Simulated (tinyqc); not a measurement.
Comparisons within one model: pair of shallow donors (hydrogen-like orbitals). A value that a table varies takes the place of the one given here.

Each donor has the orbital exp(-r/a); energy unit Ha* = q/(eps a), q = e^2/(4 pi eps0), so that a lone donor is bound by Ha*/2; x = R/a. One electron: S = (1 + x + x^2/3) exp(-x), j = 1/x - (1 + 1/x) exp(-2x), k = (1 + x) exp(-x); levels E(+/-) = -1/2 - (j +/- k)/(1 +/- S) in Ha*, without the repulsion of the ions, split by D = |E(-) - E(+)|. In six valleys the overlaps S and k are multiplied by v = [cos(K Rx) + cos(K Ry) + cos(K Rz)]/3, K = k0 (2 pi/a_lat), for isotropic envelopes and the symmetric valley state.

Two electrons, Heitler-London: with S' = (1 - x + x^2/3) exp(x), C = 1/x - exp(-2x)(1/x + 11/8 + 3x/4 + x^2/6), X = (1/5){exp(-2x)(25/8 - 23x/4 - 3x^2 - x^3/3) + (6/x)[S^2 (0.5772157 + ln x) + S'^2 Ei(-4x) - 2 S S' Ei(-2x)]}, Q = C - 2j + 1/x and A = X - 2 S k + S^2/x, the singlet and triplet lie at (Q +/- w A)/(1 +/- w S^2) from two lone donors, with the valley weight w = v^2; the exchange is J = triplet - singlet.

Constants: e^2/(4 pi eps0) = 14.39964547 eV angstrom.

Values chosen for the exercise (near those of two donors in Si; not measured data):
- a = 16.4 angstrom (orbital radius)
- eps = 11.6 (dielectric constant)
- a_lat = 5.431 angstrom (lattice constant)
- k0 = 0.855 2 pi/a_lat (valley position)
- sites = ((13, 0, 0), (14, 0, 0), (15, 0, 0), (16, 0, 0), (17, 0, 0), (18, 0, 0), (19, 0, 0), (20, 0, 0), (21, 0, 0)) a_lat (positions of the second donor)
- Ns = (0.049, 0.12, 0.3, 0.74, 1.7, 3.7, 7.4) x 1e18/cm^3 (donor densities)
- n = (10, 3, 0) a_lat (separation vector)

## Lattice sites along [100]

D and J for each site, and for v = 1.

Results:
```
site        R (angstrom)      v  D (meV)  J (micro-eV)  J for v = 1
(13, 0, 0)          70.6  0.917     5.05           816          971
(14, 0, 0)          76.0  0.994     4.26           583          590
(15, 0, 0)          81.5  0.818     2.70           237          354
(16, 0, 0)          86.9  0.525     1.33          58.0          211
(17, 0, 0)          92.3  0.341    0.664          14.5          124
(18, 0, 0)          97.8  0.410    0.609          12.2         72.7
(19, 0, 0)         103.2  0.677    0.766          19.4         42.3
(20, 0, 0)         108.6  0.936    0.804          21.4         24.4
(21, 0, 0)         114.1  0.987    0.641          13.7         14.0
```

How do the results move?

Over these sites the envelope alone changes J by a factor 69.2, and the valley factor v^2 by 8.48; J runs from 12.2 at (18, 0, 0) to 816 micro-eV at (13, 0, 0). Along [100] four valleys keep their phase, so v = (2 + cos)/3 stays between 1/3 and 1. J does not fall steadily with distance.

## From lone donors to an impurity band (impurity band of shallow donors (Hubbard estimate))

Donors on a simple cubic lattice of spacing R = N^(-1/3) (1/angstrom^3 = 1e24/cm^3), Ha* = q/(eps a), q = e^2/(4 pi eps0), x = R/a. Hopping t = Ha* (1 + x) exp(-x), band width B = 12 t, on-site repulsion U = (5/8) Ha*; the gap closes near B/U = 1.15. Valley factors and disorder are left out.

Results:
```
N (1e18/cm^3)  R (angstrom)  N^(1/3) a   t (meV)   B (meV)       B/U
0.049                 273.3      0.060  7.75e-05  0.000930  1.97e-05
0.12                  202.7      0.081   0.00433    0.0519   0.00110
0.30                  149.4      0.110    0.0847      1.02    0.0215
0.74                  110.6      0.148     0.692      8.30     0.176
1.7                    83.8      0.196      2.79      33.5     0.709
3.7                    64.7      0.254      7.26      87.1      1.84
7.4                    51.3      0.320      13.7       164      3.47
```

What does this show, and why?

B/U passes 1.15 between 1.7 and 3.7 x 1e18/cm^3; the root is x = 4.52, N^(1/3) a = 0.221, N = 2.4 x 1e18/cm^3, below the 4 that the empirical rule N^(1/3) a = 0.26 gives; the estimate is rough, since random positions, the overlap of the orbitals and screening are left out. While N grows by 151 times, t grows by 1.76e+05 times.

## What each parameter does

x, D = |E(-) - E(+)| and J. Each row changes one parameter from the base and keeps the others.

Results:
```
case                       x  D (meV)  J (micro-eV)
base                   3.457    2.816           272
a = 14.8 angstrom      3.831    2.431           180
eps = 12.8             3.457    2.552           247
k0 = 0.835 2 pi/a_lat  3.457    1.898           124
n = (11, 3, 0) a_lat   3.776    1.951           129
```

How do the results move?

The largest shifts from the base row, up to three for each result and ties (the steps differ in size, so this ranks the rows, not the parameters). x: a +0.374, n +0.318; unchanged at the printed digits by eps and k0. D (meV): k0 -0.919, n -0.865, a -0.386. J (micro-eV): k0 -148, n -144, a -92.8.

Run: tinyqc, `OMP_NUM_THREADS=1 python tinyqc.py 1280538 1280539 out.jsonl`; Intel(R) Xeon(R) Processor @ 2.30GHz, one thread, shared host; about 0.01 s of CPU time with all checks.
